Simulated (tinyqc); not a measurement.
Inside a calculation. Model: crystal pulling from the melt: segregation, interface stability, heat balance and point-defect regime. Computed by tinyqc, a small Python program that keeps every step. Command: `OMP_NUM_THREADS=1 python tinyqc.py 3002504 3002505 out.jsonl pull walk`. One thread of a shared host (Intel(R) Xeon(R) Processor @ 2.30GHz), about 0.01 s of CPU time with the checks. Intermediate numbers are printed to about 7 digits and carried at full precision; extremes and crossings named in words are read from the listed rows.

A dilute solute; steady pulling with a flat interface unless it is found unstable.

Inputs (values chosen for the exercise, for a model semiconductor): equilibrium coefficient k0 = 0.017; initial melt concentration C0 = 1.5e+19 1/cm^3; diffusivity in the melt D = 0.00015 cm^2/s; kinematic viscosity nu = 0.0034 cm^2/s; crystal rotation = 2 rpm; pull rate V = 0.5 mm/min; gradient in the melt G_L = 12 K/cm; solid conductivity k_S = 22.4 W/(m K); melt conductivity k_L = 57.4 W/(m K); latent heat per volume L = 4080 J/cm^3; melting point T_m = 1685 K; interface energy gamma = 0.37 J/m^2; frozen fraction g = 0.24; critical ratio xi_c = 0.13 mm^2/(min K); evaporation number beta = 0.51.

Loss from the melt surface: evaporation.

Constants: k_B = 1.380649e-23 J/K.

## Boundary layer and effective coefficient

delta = 1.61 D^(1/3) nu^(1/6) omega^(-1/2), omega = 2 pi rpm/60; k_eff = k0/[k0 + (1 - k0) exp(-V delta/D)] (Burton, Prim and Slichter); the melt at the interface is enriched by k_eff/k0.

boundary layer delta = 724.8366 micrometre

V delta/D = 0.4026870

k_eff = 0.02521670

enrichment at the interface = 1.483335

k_eff has moved 0.8 % of the way from k0 to 1. A 10 % ripple of V gives striations of 3.93 % in C_s, since d ln k_eff/d ln V = (1 - k_eff) V delta/D.

## Concentration at the frozen fraction g

Axial profile: C_s = k_eff C0 (1 - g)^(k_eff - 1 + beta), where beta, the evaporation velocity times the free melt area over the volume growth rate, is taken constant; bulk melt C_L = C_s/k_eff. Usable fraction: the g at which C_s has changed by 30 % from its first value (0.99 at most).

C_s = 4.297099e+17 1/cm^3

C_L = 1.704069e+19 1/cm^3

usable fraction = 0.4313484

C_s rises along the crystal, evaporation notwithstanding.

## Heat balance and the ratio V/G

k_S G_S = k_L G_L + L V; the largest rate for this G_S, with G_L = 0, is k_S G_S/L. Voronkov: the crystal grows vacancy-rich if V/G_S > xi_c and interstitial-rich if below; at fixed G_L the neutral rate solves V = xi_c G_S(V).

gradient in the solid G_S = 45.92857 K/cm

largest rate = 1.512941 mm/min

V/G_S = 0.1088647 mm^2/(min K)

neutral pull rate = 0.6603540 mm/min

V/G_S is 0.84 xi_c: interstitials survive and can form dislocation loops. Latent heat makes up 33 % of the flux.

## Constitutional supercooling

Liquidus slope per concentration (van 't Hoff): |m| = k_B T_m^2 (1 - k0)/L. Solute gradient at the interface: G_C = (V/D) C_s (1 - k0)/k0. Constitutional supercooling sets in when |m| G_C > G_L. Critical C_s from the equality.

|m| = 9.444445e-21 K cm^3

|m| G_C = 1.303719 K/cm

critical C_s = 3.955239e+18 1/cm^3

ratio |m| G_C/G_L = 0.1086432

The interface is stable by this test, with a margin of 9.2.

## Morphological stability

Liquidus slope per concentration (van 't Hoff): |m| = k_B T_m^2 (1 - k0)/L. Solute gradient at the interface: G_C = (V/D) C_s (1 - k0)/k0. Constitutional supercooling sets in when |m| G_C > G_L. Mullins-Sekerka for a thick solute layer: a ripple of wave number w grows if S(w) = -Gam w^2 - G* + |m| G_C (w* - V/D)/(w* - (1 - k0) V/D) > 0, Gam = gamma T_m/L, G* = (k_S G_S + k_L G_L)/(k_S + k_L), w* = V/(2D) + sqrt((V/(2D))^2 + w^2). The critical C_s is that at which the maximum of S over w is zero.

critical C_s, Mullins-Sekerka = 7.120264e+18 1/cm^3

wavelength at onset = 1485.952 micrometre

ratio to the constitutional value = 1.800211

The full theory allows 1.80 times more solute: the weighted gradient G* replaces G_L, and capillarity and lateral diffusion help. At g the interface is stable. Caution: the onset wavelength exceeds the stirred boundary layer, so flow cuts off the solute field assumed in this theory.

## Along the crystal

Axial profile: C_s = k_eff C0 (1 - g)^(k_eff - 1 + beta), where beta, the evaporation velocity times the free melt area over the volume growth rate, is taken constant; bulk melt C_L = C_s/k_eff.

Axial profile:
```
g     C_s (1/cm^3)  C_s/C_s(0)  the same for k0, no loss  C_s over constitutional limit  C_s over Mullins-Sekerka limit
0.00  3.782505e+17    1.000000                   1.00000                      0.0956328                       0.0531231
0.20  4.195866e+17    1.109282                   1.24527                      0.1060838                       0.0589285
0.40  4.796132e+17    1.267978                   1.65226                      0.1212602                       0.0673589
0.60  5.790757e+17    1.530932                   2.46136                      0.1464073                       0.0813278
0.75  7.204551e+17    1.904704                   3.90683                      0.1821521                       0.1011838
0.85  9.135210e+17    2.415122                   6.45509                      0.2309648                       0.1282987
0.92  1.223503e+18    3.234636                  11.97464                      0.3093373                       0.1718339
0.97  1.930137e+18    5.102801                  31.40435                      0.4879950                       0.2710766
```

C_s changes by a factor 5.10 up to g = 0.97, against 31.4 for k0 without loss. Neither limit is reached.

Checks made by the program: the striation formula against a difference (relative difference below 1e-10).
